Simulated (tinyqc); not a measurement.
# MOSFET with velocity saturation and source resistance: effects of single changes

Strong inversion, charge Q = Cox (Vg - m V) at channel potential V with Vg the gate overdrive, and drift velocity v = mu E/(1 + mu E/vsat). Integrating along the channel gives I = mu Cox (1/L)(Vg Vd - m Vd^2/2)/(1 + Vd/Vc) per width, Vc = vsat L/mu, which peaks at Vdsat. Units: I in uA/um, Rs in ohm um, so the drop over Rs is 1e-6 I Rs volts.

Inputs (values chosen for the exercise): gate capacitance Cox = 2.28 uF/cm^2; mobility at low gate voltage mu0 = 100 cm^2/(V s); mobility degradation th = 0.6 1/V; saturation velocity vsat = 1e7 cm/s; body factor m = 1.07; threshold VT = 0.27 V; channel length L = 0.1 um; source resistance Rs = 0 ohm um; gate voltage Vgs = 1 V.

Each table varies one quantity; the others keep the values above.

## Effect of the channel length

Vg = Vgs - I Rs - VT (0 if negative), mu = mu0/(1 + th Vg), Vc = vsat L/mu, x = sqrt(1 + 2 Vg/(m Vc)), Vdsat = 2 Vg/(m (1 + x)), Isat = Cox vsat Vg (x - 1)/(x + 1) per width. I = Isat is solved self-consistently; gm = dI/dVgs; Vdsat is the intrinsic value. The velocity at the source is I/(Cox Vg).

Effect of the channel length:
```
L (um)  Vc (V)  Vdsat (V)  Isat (uA/um)  gm (uS/um)  velocity at the source/vsat
0.03    0.4314     0.4488         569.5        1046                       0.3422
0.057   0.8197     0.5183         399.8       781.1                       0.2402
0.11     1.582     0.5770         256.7       530.9                       0.1543
0.2      2.876     0.6162         161.1       347.0                      0.09677
0.39     5.608     0.6451         90.52       201.3                      0.05439
0.73     10.50     0.6614         50.83       115.2                      0.03054
1.4      20.13     0.6711         27.28       62.53                      0.01639
2.6      37.39     0.6761         14.91       34.39                     0.008961
5        71.90     0.6790         7.823       18.10                     0.004700
```

What does the table show?

As L goes from 0.03 to 5 um, Isat falls from 570 to 7.82 uA/um, Vdsat rises from 0.449 to 0.679 V and gm falls from 1050 to 18.1 uS/um; the velocity at the source goes from 0.34 to 0.0047 of vsat. Isat goes as L^(-0.55) between the first two rows and as L^(-0.99) between the last two. For L = 0.03 to 0.057 um the channel is so short that velocity overshoot and near-ballistic transport, left out here, matter.

## Effect of the mobility degradation

Same model as above.

Results:
```
th (1/V)  Vc (V)  Vdsat (V)  Isat (uA/um)  gm (uS/um)  velocity at the source/vsat
0         1.0000    0.53769        352.66      797.25                      0.21188
0.2       1.1460    0.55018        322.19      701.56                      0.19358
0.4       1.2920    0.56061        296.73      625.88                      0.17828
0.6       1.4380    0.56948        275.10      564.57                      0.16528
0.8       1.5840    0.57711        256.48      513.92                      0.15410
1.2       1.8760    0.58959        226.03      435.21                      0.13580
```

Estimate the missing row, th = 1 1/V.

Computed row:
```
th (1/V)  Vc (V)  Vdsat (V)  Isat (uA/um)  gm (uS/um)  velocity at the source/vsat
1         1.7300    0.58375        240.27      471.39                      0.14436
```

With this row back in the table: As th goes from 0 to 1.2 1/V, Isat falls from 353 to 226 uA/um, Vdsat rises from 0.538 to 0.590 V and gm falls from 797 to 435 uS/um; the velocity at the source goes from 0.21 to 0.14 of vsat.

## Effect of the gate voltage

Same model as above.

Results:
```
Vgs (V)  Vc (V)  Vdsat (V)  Isat (uA/um)  gm (uS/um)  velocity at the source/vsat
0.42      1.090     0.1322         19.55       237.0                      0.05716
0.68      1.246     0.3375         111.5       443.7                       0.1193
0.95      1.408     0.5342         247.2       550.7                       0.1594
1.21      1.564     0.7150         398.8       610.4                       0.1861
1.48      1.726     0.8975         569.3       649.8                       0.2063
1.74      1.882      1.070         741.8       675.5                       0.2213
2.27      2.200      1.414          1109       708.1                       0.2433
```

Estimate the missing row, Vgs = 2.01 V.

Computed row:
```
Vgs (V)  Vc (V)  Vdsat (V)  Isat (uA/um)  gm (uS/um)  velocity at the source/vsat
2.01      2.044      1.246         926.9       694.6                       0.2336
```

With this row back in the table: As Vgs goes from 0.42 to 2.27 V, Isat rises from 19.6 to 1110 uA/um, Vdsat rises from 0.132 to 1.41 V and gm rises from 237 to 708 uS/um; the velocity at the source goes from 0.057 to 0.24 of vsat. Against the overdrive Vgs - VT the current goes with exponent 1.73 at the start and 1.29 at the end (2 for the square law). With vsat made a thousand times larger the last exponent would be 1.47, which is what th and Rs alone leave. For Vgs = 1.74 to 2.27 V the channel charge passes 3 uC/cm^2, near what a silicon dioxide gate withstands.

Program tinyqc, `OMP_NUM_THREADS=1 python tinyqc.py 2500059 2500060 out.jsonl`; Intel Xeon 2.30GHz, shared host, one thread, about 0.01 s.
